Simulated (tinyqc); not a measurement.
Hot electrons in a saturated n-channel MOSFET, lucky-electron model: two steps of the calculation.

Beyond pinch-off the lateral field grows as Esat cosh(y/l) over the velocity-saturated region (pseudo-two-dimensional model). Impact ionisation in this region gives the substrate current, which biases the body forward through Rsub. Currents are per width. Local-field laws: they overstate ionisation when the field peak is narrower than an energy relaxation length.

Inputs (values chosen for the exercise); values close to those of silicon n-channel devices: channel length L = 0.35 um; oxide thickness tox = 7.1 nm; junction depth xj = 140 nm; effective mobility mu = 320 cm^2/(V s); saturation velocity vs = 9.3e6 cm/s; hot-electron mean free path lm = 9.3 nm; oxide barrier pb = 3.2 V; prefactor of the gate current Cg = 0.0024; lifetime exponent m = 3; lifetime constant Hl = 590 s uA/um.

Constants: eps0 = 8.8541878128e-14 F/cm where lengths are in cm. Results are converted to the units shown.

Question 1. Length and field scales. Cox = 3.9 eps0/tox, l = sqrt(3 tox xj), Esat = 2 vs/mu.

Find: Cox; l; Esat; Esat L.

Answer 1.

Cox = 0.48636 uF/cm^2
l = 54.608 nm
Esat = 0.058125 MV/cm
Esat L = 2.0344 V

Question 2. Gate current, lifetime and channel shortening. Ig = Cg Id exp(-pb/(lm Em)); lifetime tau = (Hl/Id)(Isub/Id)^(-m); length of the saturated region dL = l ln[(dV/l + Em)/Esat]. 1 year = 3.15576e7 s.

Id = 46.403042 uA/um
dV = 1.8822981 V
Em = 0.34956107 MV/cm
Isub = 0.72603271 uA/um
l = 54.607692 nm
Esat = 0.058125000 MV/cm

Find: Isub/Id; Ig; tau; dL.

Answer 2.

Isub/Id = 0.01565
Ig = 5.913 pA/um
tau = 0.1052 years
dL = 135.4 nm

The lifetime misses ten years.

Computed by the program tinyqc: `OMP_NUM_THREADS=1 python tinyqc.py 2550105 2550106 out.jsonl`, one thread of a shared Intel Xeon 2.30GHz, about 0.01 s for the whole run.
